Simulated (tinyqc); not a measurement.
Worked calculation: CIS and TDHF on RHF in the sto-3g basis, for H4, spin multiplicity 1. Computed by tinyqc, a small Python program that keeps every step (integrals from PySCF). Settings: charge = 0, multiplicity = 1, basis = sto-3g, method = RHF, energy threshold = 1e-10, iteration cap = 51, orthogonalisation = symmetric, start = core, DIIS depth = 6, TDHF = 1. Command: `OMP_NUM_THREADS=1 python tinyqc.py 24589 24590 out.jsonl` (the two numbers bound the seeds that draw the settings). One thread of a shared host (Intel(R) Xeon(R) Processor @ 2.60GHz), about 0.03 s of CPU time with the checks. The early iterations of the SCF are left out here.

## One-electron integrals

Geometry (angstrom):
```
atom        x        y        z
H     0.00000  0.00000  0.00000
H     0.00000  0.00000  0.87700
H     0.00000  1.41000  0.00000
H     0.00000  1.41000  0.87700
```

Basis sto-3g: exponents (1/bohr^2) and contraction coefficients of normalised primitives:
```
element  l (shell)  exponent  coefficient
H            s (1)   3.42525      0.15433
H            s (1)   0.62391      0.53533
H            s (1)   0.16886      0.44463
```

Overlap, kinetic and nuclear-attraction integrals over the contracted functions; the nuclear repulsion is the sum of Za Zb / Rab.

nuclear repulsion = 2.5947700 hartree

overlap S, lower triangle:
```
         1H 1s    2H 1s    3H 1s    4H 1s
1H 1s  1.00000
2H 1s  0.57160  1.00000
3H 1s  0.29161  0.20301  1.00000
4H 1s  0.20301  0.29161  0.57160  1.00000
```

kinetic energy T (hartree), lower triangle:
```
          1H 1s     2H 1s    3H 1s    4H 1s
1H 1s   0.76003
2H 1s   0.16343   0.76003
3H 1s   0.01858  -0.00085  0.76003
4H 1s  -0.00085   0.01858  0.16343  0.76003
```

nuclear attraction V (hartree), lower triangle:
```
          1H 1s     2H 1s     3H 1s     4H 1s
1H 1s  -2.49110
2H 1s  -1.37411  -2.49110
3H 1s  -0.65558  -0.46880  -2.49110
4H 1s  -0.46880  -0.65558  -1.37411  -2.49110
```

core Hamiltonian H = T + V (hartree), lower triangle:
```
          1H 1s     2H 1s     3H 1s     4H 1s
1H 1s  -1.73106
2H 1s  -1.21069  -1.73106
3H 1s  -0.63700  -0.46965  -1.73106
4H 1s  -0.46965  -0.63700  -1.21069  -1.73106
```

## Two-electron integrals

Functions are numbered as in S; the eight-fold symmetry (ij|kl) = (ji|kl) = (kl|ij) leaves the list below.

Two-electron integrals (ij|kl) in chemists' order, unique and non-zero (hartree):
```
(11|11) 0.77461   (21|11) 0.36974   (21|21) 0.21583   (22|11) 0.51987
(22|21) 0.36974   (22|22) 0.77461   (31|11) 0.16047   (31|21) 0.08227
(31|22) 0.12397   (31|31) 0.04926   (32|11) 0.09898   (32|21) 0.05929
(32|22) 0.10408   (32|31) 0.03125   (32|32) 0.02261   (33|11) 0.36529
(33|21) 0.19833   (33|22) 0.31504   (33|31) 0.16047   (33|32) 0.10408
(33|33) 0.77461   (41|11) 0.10408   (41|21) 0.05929   (41|22) 0.09898
(41|31) 0.03125   (41|32) 0.02234   (41|33) 0.09898   (41|41) 0.02261
(42|11) 0.12397   (42|21) 0.08227   (42|22) 0.16047   (42|31) 0.03842
(42|32) 0.03125   (42|33) 0.12397   (42|41) 0.03125   (42|42) 0.04926
(43|11) 0.19833   (43|21) 0.11612   (43|22) 0.19833   (43|31) 0.08227
(43|32) 0.05929   (43|33) 0.36974   (43|41) 0.05929   (43|42) 0.08227
(43|43) 0.21583   (44|11) 0.31504   (44|21) 0.19833   (44|22) 0.36529
(44|31) 0.12397   (44|32) 0.09898   (44|33) 0.51987   (44|41) 0.10408
(44|42) 0.16047   (44|43) 0.36974   (44|44) 0.77461
```

## Orthogonalisation

S = U s U^T; symmetric (Loewdin) form X = U s^(-1/2) U^T, so that X^T S X = 1.

eigenvalues of S: 0.33980  0.51700  1.07698  2.06622

X, lower triangle:
```
          1H 1s     2H 1s     3H 1s    4H 1s
1H 1s   1.19139
2H 1s  -0.36175   1.19139
3H 1s  -0.14816   0.01420   1.19139
4H 1s   0.01420  -0.14816  -0.36175  1.19139
```

## Iteration 2 (converged): orbitals

converged F (hartree), lower triangle:
```
          1H 1s     2H 1s     3H 1s     4H 1s
1H 1s  -0.31873
2H 1s  -0.54868  -0.31873
3H 1s  -0.24031  -0.21841  -0.31873
4H 1s  -0.21841  -0.24031  -0.54868  -0.31873
```

Diagonalise F' = X^T F X, C = X C', fill 2 alpha and 2 beta electrons from the bottom; D = 2 C_occ C_occ^T. Each column has its largest component positive (the first on a tie).

F' = X^T F X (hartree), lower triangle:
```
          1         2         3        4
1   0.03057
2  -0.54121   0.03057
3  -0.15027   0.01910   0.03057
4   0.01910  -0.15027  -0.54121  0.03057
```

orbital energies (hartree): MO1 -0.64181, MO2 -0.37947, MO3 0.40242, MO4 0.74115

coefficients C:
```
           MO1       MO2       MO3       MO4
1H 1s  0.34784   0.48180   0.69538   0.85775
2H 1s  0.34784   0.48180  -0.69538  -0.85775
3H 1s  0.34784  -0.48180   0.69538  -0.85775
4H 1s  0.34784  -0.48180  -0.69538   0.85775
```

D after iteration 2, lower triangle:
```
          1H 1s     2H 1s    3H 1s    4H 1s
1H 1s   0.70625
2H 1s   0.70625   0.70625
3H 1s  -0.22227  -0.22227  0.70625
4H 1s  -0.22227  -0.22227  0.70625  0.70625
```

## Convergence

Stop when the energy changes by less than 1e-10 hartree and every element of the error matrix X^T (F D S - S D F) X is below 3e-06.

Course of the cycle:
```
iteration  E (hartree)     change  largest element of the error matrix
1           -2.0897666          -                             2.98e-15
2           -2.0897666  -8.88e-16                             8.83e-16
```

PySCF RHF in the same basis = -2.0897666 hartree

Converged in 2 iterations.

## Integrals over molecular orbitals

(pq|rs) = sum C_ip C_jq C_kr C_ls (ij|kl), one index at a time.

one-electron integrals over orbitals h = C^T H C (hartree), lower triangle:
```
          1         2         3         4
1  -1.95933
2   0.00000  -1.70392
3   0.00000   0.00000  -1.33023
4   0.00000   0.00000   0.00000  -1.03894
```

Two-electron integrals over orbitals (pq|rs), unique and non-zero (hartree):
```
(11|11) 0.49825   (21|21) 0.16843   (22|11) 0.49385   (22|22) 0.50518
(31|31) 0.11061   (32|32) 0.08289   (33|11) 0.48206   (33|22) 0.48102
(33|33) 0.48953   (41|32) 0.08155   (41|41) 0.08027   (42|31) 0.11328
(42|42) 0.12344   (43|21) 0.16582   (43|43) 0.18205   (44|11) 0.49122
(44|22) 0.50068   (44|33) 0.49968   (44|44) 0.51961
```

## CIS matrix, singlets

A(ia,jb) = (e_a - e_i) d_ij d_ab + 2 (ia|jb) - (ij|ab).

CIS matrix A, singlet (hartree), lower triangle:
```
         1>3       1>4      2>3      2>4
1>3  0.78340
1>4  0.00000   1.05229
2>3  0.00000  -0.00273  0.46667
2>4  0.06074   0.00000  0.00000  0.86682
```

## CIS singlet states

dipole integrals <i|r|a> (bohr):
```
           x        y         z
1>3  0.00000  0.00000  -1.03554
1>4  0.00000  0.00000   0.00000
2>3  0.00000  0.00000   0.00000
2>4  0.00000  0.00000  -0.97035
```

Diagonalise A (1 hartree = 27.211386 eV); each vector has its largest component positive (the first on a tie). The transition dipole is mu = sqrt2 sum c_ia <i|r|a>.

singlet excitation energies (eV): 12.69836  20.44732  24.45722  28.63454

lowest vectors:
```
     state 1   state 2  state 3   state 4
1>3  0.00000   0.88490  0.46578   0.00000
1>4  0.00466   0.00000  0.00000   0.99999
2>3  0.99999   0.00000  0.00000  -0.00466
2>4  0.00000  -0.46578  0.88490   0.00000
```

oscillator strengths 2/3 w |mu|^2: 0.00000  0.21605  2.15501  0.00000

## TDHF (RPA) singlet states

B(ia,jb) = 2 (ia|jb) - (ib|ja); the squared energies are the eigenvalues of (A - B)(A + B); 1 hartree = 27.211386 eV.

TDHF matrix B, singlet (hartree), lower triangle:
```
         1>3      1>4      2>3      2>4
1>3  0.11061
1>4  0.00000  0.08027
2>3  0.00000  0.04981  0.08289
2>4  0.14502  0.00000  0.00000  0.12344
```

squared energies w^2 (hartree^2): 0.20922  0.55766  0.74527  1.09760

TDHF energies from the positive w^2 (eV): 12.44670  20.32049  23.49130  28.50845

## CIS matrix, triplets

A(ia,jb) = (e_a - e_i) d_ij d_ab - (ij|ab).

CIS matrix A, triplet (hartree), lower triangle:
```
          1>3       1>4      2>3      2>4
1>3   0.56217
1>4   0.00000   0.89174
2>3   0.00000  -0.16582  0.30088
2>4  -0.16582   0.00000  0.00000  0.61994
```

## CIS triplet states

Diagonalise A (1 hartree = 27.211386 eV); each vector has its largest component positive (the first on a tie).

triplet excitation energies (eV): 7.00761  11.50326  20.66378  25.44535

lowest vectors:
```
     state 1  state 2   state 3   state 4
1>3  0.00000  0.76538  -0.64358   0.00000
1>4  0.25296  0.00000   0.00000   0.96748
2>3  0.96748  0.00000   0.00000  -0.25296
2>4  0.00000  0.64358   0.76538   0.00000
```

## TDHF (RPA) triplet states

B(ia,jb) = - (ib|ja); the squared energies are the eigenvalues of (A - B)(A + B); 1 hartree = 27.211386 eV.

TDHF matrix B, triplet (hartree), lower triangle:
```
          1>3       1>4       2>3       2>4
1>3  -0.11061
1>4   0.00000  -0.08027
2>3   0.00000  -0.11328  -0.08289
2>4  -0.08155   0.00000   0.00000  -0.12344
```

squared energies w^2 (hartree^2): 0.04267  0.13983  0.57476  0.85908

TDHF energies from the positive w^2 (eV): 5.62074  10.17545  20.62978  25.22135
